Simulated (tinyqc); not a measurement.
The integration grid: Kohn-Sham TPSS on finer and finer grids in the sto-6g basis, for BeH2, spin multiplicity 1. Computed by the program tinyqc with PySCF. Self-consistent on each grid; the net force on the molecule should vanish.

Geometry (angstrom):
```
atom       x        y       z
Be    0.0000   0.0000  0.0000
H     0.0000   1.2490  0.0000
H     0.0000  -1.2460  0.0000
```

Kohn-Sham energy on Becke grids (radial x angular points per atom):
```
grid       points  residual of the electron count  E (hartree)  E - finest (mhartree)  largest net force without grid terms (hartree/bohr)
10 x 14       406                       -4.99e-02    -15.83608               42.69679                                             8.94e-04
15 x 26      1150                        2.88e-02    -15.87963               -0.85356                                             1.09e-04
20 x 50      2972                        8.63e-04    -15.87857                0.20520                                             8.24e-05
30 x 86      7698                        4.03e-05    -15.87882               -0.04605                                             1.46e-05
50 x 194    29028                       -1.81e-06    -15.87878                0.00125                                             1.35e-06
75 x 302    67782                        2.00e-07    -15.87878                0.00007                                             4.51e-08
120 x 590  211981                        6.72e-10    -15.87878                0.00000                                             1.05e-09
```

What does the comparison show, and why?

The energy is within 0.1 mhartree of the finest grid first at 30 x 86. The error has both signs, since quadrature is not variational. The electron count and the net force are cheap signs of a poor grid.
